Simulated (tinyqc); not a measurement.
# Electron mobility in a silicon inversion layer, empirical terms and Matthiessen rule: what changes with what

Inversion layer of sheet density Ns on a uniformly doped body. The mobility terms are empirical power laws with prefactors chosen for the exercise; adding their inverses (Matthiessen) is itself an approximation.

Parameters, values chosen for the exercise; material values close to those of silicon: temperature T = 273 K; band gap Eg = 1.11 eV; relative permittivity of the semiconductor eps_r = 11.5; conduction-band density of states at T Nc = 2.42e19 cm^-3; valence-band density of states at T Nv = 2.27e19 cm^-3; body doping Nb = 1.6e18 cm^-3; reverse body bias Vsb = 0.3 V; weight of the inversion charge in the effective field eta = 0.5; phonon-limited mobility at 1 MV/cm and 300 K Ap = 439 cm^2/(V s); roughness-limited mobility at 1 MV/cm As = 1190 cm^2/(V s); exponent of the roughness term gs = 2; Coulomb prefactor Ac = 3100 cm^2/(V s); charge at the interface Nit = 4.7e10 cm^-2; inversion density Ns = 9.9e11 cm^-2.

Constants: q = 1.602176634e-19 C, kB = 1.380649e-23 J/K, Vt = kB T/q, eps0 = 8.8541878128e-14 F/cm where lengths are in cm. Results are converted to the units shown.

Each table varies one quantity; the others keep the values above.

## Universality: two dopings at the same effective field

ni = sqrt(Nc Nv) exp(-Eg/(2 Vt)), Eg in volts; Ndep = sqrt(2 eps0 eps_r Nb (2 Vt ln(Nb/ni) + Vsb)/q); E = q (Ndep + eta Ns)/(eps0 eps_r), in MV/cm. With t = T/(300 K): muC = Ac (Ns/1e12 cm^-2) t/(Nb/1e17 cm^-3 + Nit/1e11 cm^-2), muP = Ap E^(-1/3) t^(-1.75), muS = As E^(-gs); 1/mu is the sum of the inverses. For each E, Ns is chosen to give that field on bodies with Nb = 2e17 and 1.6e18 cm^-3; the last column leaves out muC.

Universality: two dopings at the same effective field:

| E (MV/cm) | Ns, light body (cm^-2) | mu, light (cm^2/(V s)) | Ns, heavy body (cm^-2) | mu, heavy (cm^2/(V s)) | without muC (cm^2/(V s)) |
|---|---|---|---|---|---|
| 0.852 | 7.357e12 | 390.6 | 6.105e11 | 83.31 | 409.7 |
| 0.963 | 8.768e12 | 358.9 | 2.021e12 | 179.4 | 372.2 |
| 1.09 | 1.038e13 | 325.7 | 3.636e12 | 217.8 | 334.9 |
| 1.23 | 1.216e13 | 293.0 | 5.415e12 | 226.3 | 299.3 |
| 1.39 | 1.420e13 | 260.4 | 7.449e12 | 219.2 | 264.6 |
| 1.57 | 1.648e13 | 228.9 | 9.737e12 | 203.4 | 231.7 |
| 1.78 | 1.915e13 | 198.1 | 1.241e13 | 182.7 | 199.9 |
| 2.01 | 2.208e13 | 170.3 | 1.533e13 | 160.9 | 171.5 |

The heavily doped body has 0.213 of the mobility of the light one in the first row and 0.945 in the last; there they lie 6.1 % below and 0.68 % below the curve without Coulomb scattering, which depends on E alone. The heavy body leaves that curve at low E because its field comes mostly from depletion charge and few carriers screen.

## Effect of the reverse body bias

Same model as above.

The same in every row: muC (cm^2/(V s)) = 169.6.

Results:

| Vsb (V) | E (MV/cm) | muP (cm^2/(V s)) | muS (cm^2/(V s)) | mu (cm^2/(V s)) |
|---|---|---|---|---|
| 0 | 0.7817 | 562.1 | 1948 | 122.1 |
| 0.8 | 1.026 | 513.4 | 1131 | 114.6 |
| 1.2 | 1.126 | 497.6 | 937.8 | 111.4 |
| 1.6 | 1.218 | 484.8 | 801.5 | 108.6 |
| 2 | 1.304 | 474.0 | 700.3 | 106.0 |
| 2.4 | 1.383 | 464.7 | 622.0 | 103.6 |

Estimate the missing row, Vsb = 0.4 V.

Computed row:

| Vsb (V) | E (MV/cm) | muP (cm^2/(V s)) | muS (cm^2/(V s)) | mu (cm^2/(V s)) |
|---|---|---|---|---|
| 0.4 | 0.9126 | 533.8 | 1429 | 118.1 |

With this row back in the table: As Vsb goes from 0 to 2.4 V, E rises from 0.782 to 1.38 MV/cm and mu falls from 122 to 104 cm^2/(V s). The Coulomb term is the smallest in the first and the last row.

## Effect of the charge at the interface

Same model as above.

The same in every row: E (MV/cm) = 0.88186; muP (cm^2/(V s)) = 539.94; muS (cm^2/(V s)) = 1530.2.

Effect of the charge at the interface:

| Nit (cm^-2) | muC (cm^2/(V s)) | mu (cm^2/(V s)) |
|---|---|---|
| 1e10 | 173.47 | 120.91 |
| 3.2e10 | 171.13 | 119.77 |
| 1e11 | 164.28 | 116.38 |
| 3.2e11 | 145.46 | 106.61 |
| 1e12 | 107.42 | 84.636 |
| 3.2e12 | 58.183 | 50.780 |
| 1e13 | 24.076 | 22.706 |

Read the table: what changes, and by how much?

As Nit goes from 1e10 to 1e13 cm^-2, E stays at 0.882 MV/cm and mu falls from 121 to 22.7 cm^2/(V s). The Coulomb term is the smallest in the first and the last row.

Numbers from tinyqc (`OMP_NUM_THREADS=1 python tinyqc.py 2510045 2510046 out.jsonl`; about 0.01 s on one thread of a shared Intel Xeon 2.30GHz).
